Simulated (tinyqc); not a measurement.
## Via and link resistance from two via chains

Question. A chain of 2000 vias joined by 2000 metal links has R = 2000 (Rv + Rlink), with Rlink proportional to the link length. Find Rv, Rlink for length L, and the value of Rv that the short chain would give if the links were ignored.

resistance of chains of 2000 links with link lengths L and 3 L (ohm): [23400, 58200]

Answer. R per link is a straight line in the link length; its intercept at zero length is Rv.

Rv = 3.00 ohm
Rlink = 8.70 ohm
Rv without correction = 11.7 ohm

Numbers from tinyqc (`OMP_NUM_THREADS=1 python tinyqc.py 2750124 2750125 out.jsonl`; about 0.01 s on one thread of a shared Intel Xeon 2.30GHz).
